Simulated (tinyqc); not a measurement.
Elastic strain and critical thickness of a cubic alloy layer A(1-x)B(x) on a thick substrate. Changing the substrate thickness t_S. Computed by tinyqc, a small Python program. Command: `OMP_NUM_THREADS=1 python tinyqc.py 3004483 3004484 out.jsonl misfit sweep`. One thread of a shared host (Intel(R) Xeon(R) Processor @ 2.30GHz), about 0.01 s of CPU time with the checks.

Strain is positive in tension. The layer is coherent with the substrate unless said otherwise.

Inputs (values chosen for the exercise, modelled on Ga(1-x)In(x)As on InP):

| quantity | value | unit |
|---|---|---|
| fraction x of B | 0.22 | - |
| lattice constant a_A | 5.653 | angstrom |
| lattice constant a_B | 6.058 | angstrom |
| substrate lattice constant a_S | 5.869 | angstrom |
| layer thickness h | 25 | nm |
| biaxial modulus of the substrate M_S | 97.4 | GPa |
| wafer diameter W | 150 | mm |

Growth plane: (111).

C11, C12, C44 of A (GPa): 117.5  54.2  58.87

C11, C12, C44 of B (GPa): 84.07  45.24  38.88

Method:
- a = (1 - x) a_A + x a_B, the same rule for each C_ij; misfit f = (a_S - a)/a, the in-plane strain of the coherent layer.
- (111): D = 2 (C11 + 2 C12 - 2 C44)/(C11 + 2 C12 + 4 C44), M = 6 C44 (C11 + 2 C12)/(C11 + 2 C12 + 4 C44). The free surface carries no normal stress, so e_perp = -D f; dV/V = 2 f + e_perp; stress = M f; energy per area = M f^2 h (1 GPa nm = 1 J/m^2).
- Stoney: curvature = 6 |stress| h/(M_S t_S^2); radius = 1/curvature; bow = curvature W^2/8.

One run for each value:

| substrate thickness t_S (micrometre) | curvature (1/m) | radius of curvature (m) | bow (micrometre) |
|---|---|---|---|
| 100 | 0.55196 | 1.81 | 1552.4 |
| 150 | 0.24532 | 4.08 | 689.9 |
| 220 | 0.11404 | 8.77 | 320.7 |
| 320 | 0.05390 | 18.55 | 151.6 |
| 460 | 0.02609 | 38.34 | 73.4 |
| 680 | 0.01194 | 83.77 | 33.6 |
| 1000 | 0.00552 | 181.17 | 15.5 |

Describe and explain the trends.

Over the rows, curvature (1/m) falls from 0.552 to 0.00552 (exponent d ln y / d ln x about -2.0 throughout); radius of curvature (m) rises from 1.81 to 181 (exponent d ln y / d ln x about 2.0 throughout); bow (micrometre) falls from 1550 to 15.5 (exponent d ln y / d ln x about -2.0 throughout). The exponent of curvature stays at -2: the bending stiffness grows as t^3 and the lever arm as t.

Caution (all rows): above about 2 % misfit, linear elasticity is rough and compressed layers tend to form islands before dislocations. Caution (all rows): M_S is near the value for a (001) wafer; a (111) wafer is stiffer and bends less. Caution (all rows): the curvature assumes a coherent layer, but h exceeds h_c. Caution (rows 100, 150, 220, 320): a bow above a fifth of the wafer thickness is beyond Stoney's small-deflection limit.
